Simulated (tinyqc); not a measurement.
Lattice vibrations of a chain, step by step. One step of it, computed by the program tinyqc.

Question. Frequencies. omega^2 are the eigenvalues; wavenumber = 521.4708 sqrt(eigenvalue) 1/cm.

D(q) (eV/(angstrom^2 u)):
```
                     1                    2                    3
1             3.509615  -0.440268+0.094736i   0.131631+1.422962i
2  -0.440268-0.094736i             0.531726  -0.676353+0.082242i
3   0.131631-1.422962i  -0.676353-0.082242i             3.347826
```

Give: eigenvalues; wavenumbers; weights |e|^2 of the mass-weighted modes.

Answer.

eigenvalues: 0.2412  2.2283  4.9197

wavenumbers (1/cm): 256.1  778.4  1156.6

weights |e|^2 of the mass-weighted modes:
```
        mode 1  mode 2  mode 3
atom 1  0.0471  0.4420  0.5109
atom 2  0.8725  0.1136  0.0138
atom 3  0.0803  0.4444  0.4753
```
